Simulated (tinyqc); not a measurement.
What each parameter does: quasiparticle equation with a plasmon-pole self-energy for two band edges.

For each edge E = e + X + Sc(E), with the correlation part Sc(E) = A[0]/(E - a + w) + A[1]/(E - b - w); a and b are the valence and conduction energies that enter the Green function (a = ev, b = ec in the one-shot scheme). Z = 1/(1 - dSc/dE), dSc/dE = -A[0]/(E - a + w)^2 - A[1]/(E - b - w)^2.

Values chosen for the exercise (scales of the order of those of GaN; the results hold for these values, not for the real material): ev = 0 eV (mean-field valence top); ec = 1.97 eV (mean-field conduction edge); w = 17.9 eV (pole energy); Av = (34.9, 17.2) eV^2 (weights of the valence state on the hole and electron poles); Ac = (17.2, 37.6) eV^2 (the same for the conduction state); Xv = -1.66 eV (exchange minus the mean-field potential, valence); Xc = 2.26 eV (the same, conduction).

Exact one-shot edges and Z of the valence state there.

Results for these values:
```
case  Ev (eV)  Ec (eV)  gap (eV)       Z
base  -0.4988   2.8498    3.3486  0.8645
```

What happens to each result for Ac = (17.2, 39.48) eV^2, all else kept?

Answer: Ev does not change at the printed digits; Ec falls from 2.8498 to 2.7558; gap falls from 3.3486 to 3.2547; Z does not change at the printed digits.

The same for each parameter in turn:
```
case                     Ev (eV)  Ec (eV)  gap (eV)       Z
base                     -0.4988   2.8498    3.3486  0.8645
w = 18.79 eV             -0.5533   2.9154    3.4686  0.8750
Xv = -1.76 eV            -0.5852   2.8498    3.4350  0.8639
Xc = 2.36 eV             -0.4988   2.9352    3.4341  0.8645
ec = 2.07 eV             -0.4952   2.9464    3.4416  0.8648
Av = (36.65, 17.2) eV^2  -0.4123   2.8498    3.2621  0.8608
Ac = (17.2, 39.48) eV^2  -0.4988   2.7558    3.2547  0.8645
```

Program tinyqc; command `OMP_NUM_THREADS=1 python tinyqc.py 1850336 1850337 out.jsonl`; about 0.02 s on one thread of a shared Intel(R) Xeon(R) Processor @ 2.30GHz.
